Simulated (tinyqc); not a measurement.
What each parameter does: square lattice in a magnetic field (Harper-Hofstadter model).

Landau gauge, lattice period 1: the magnetic cell has q sites j = 0 to q - 1 along x. H_jj = -2 ty cos(ky + 2 pi p j/q), H_(j,j+1) = -tx, and the bond from q - 1 back to 0 is H_(q-1,0) = -tx exp(i q kx). The levels depend on k only through cos(q kx) and cos(q ky), so the band edges lie at (0, 0) and (pi/q, pi/q).

Parameters, chosen for this exercise:
```
symbol  value  unit  meaning
p       2            flux per plaquette p/q, in units of h/e
q       5
tx      1.8    meV   hopping along x
ty      1      meV   hopping along y
```

Bottom and width of band 1, the first gap and the total width of all bands.

One parameter was then changed.

Results before and after:
```
case     bottom (meV)  width (meV)  first gap (meV)  total width (meV)
base          -3.9186       0.5376           0.1678             3.8031
changed       -4.5821       0.6833           0.1584             5.0547
```

Which of these changes was made? (a) ty = 0.75 meV; (b) p = 3; (c) tx = 2.16 meV; (d) q = 7.
Answer: (c) tx = 2.16 meV. Of the candidates, run in turn, only this one gives the changed row.

All candidates:
```
case           bottom (meV)  width (meV)  first gap (meV)  total width (meV)
base                -3.9186       0.5376           0.1678             3.8031
tx = 2.16 meV       -4.5821       0.6833           0.1584             5.0547
ty = 0.75 meV       -3.7759       0.5864           0.1135             4.4499
p = 3               -3.9186       0.5376           0.1678             3.8031
q = 7               -4.0289       0.2504           0.0198             3.4458
```

Flux p/q and 1 - p/q have the same spectrum: reversing the field leaves it alone, and one whole quantum is a gauge change.

Run: tinyqc, `OMP_NUM_THREADS=1 python tinyqc.py 1281513 1281514 out.jsonl`; Intel(R) Xeon(R) Processor @ 2.30GHz, one thread, shared host; about 0.07 s of CPU time with all checks.
